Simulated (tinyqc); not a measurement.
Microkinetic model of a Langmuir-Hinshelwood surface reaction A + (1/2) B2 = AB with Bronsted-Evans-Polanyi barriers: one step, computed by the program tinyqc.

A adsorbs in equilibrium; B2 dissociates irreversibly on two free sites; adsorbed A and B react irreversibly and AB leaves at once. theta_A + theta_B + theta_* = 1.

Question. Constants. K_A = exp(-(E_A + T S_A)/(k_B T)) per bar; barriers E1 = max(b1 + a1 2 E_B, 0), E2 = b2 - a2 (E_A + E_B); k1 = (k_B T/h) exp(-S_B/k_B) exp(-E1/(k_B T)) per bar, k2 = (k_B T/h) exp(-E2/(k_B T)), h = 2 pi hbar.

Inputs (values chosen for the exercise, for a model catalyst):
```
quantity                               value   unit
adsorption energy of A, E_A           -0.746     eV
adsorption energy per B atom, E_B      -1.11     eV
entropy loss of A, S_A                   1.6  meV/K
entropy loss of B2, S_B                  1.6  meV/K
slope a1 of the dissociation barrier    0.53      -
intercept b1                             1.5     eV
slope a2 of the reaction barrier        0.35      -
intercept b2                            0.18     eV
temperature T                            775      K
```

Constants: k_B = 8.617333262e-05 eV/K; hbar = 6.582119569e-16 eV s.

Give: barrier E1; barrier E2; K_A; k1; k2.

Answer.

barrier E1 = 0.3234 eV

barrier E2 = 0.8296 eV

K_A = 6.131e-04 1/bar

k1 = 1100 1/(bar s)

k2 = 6.506e+07 1/s
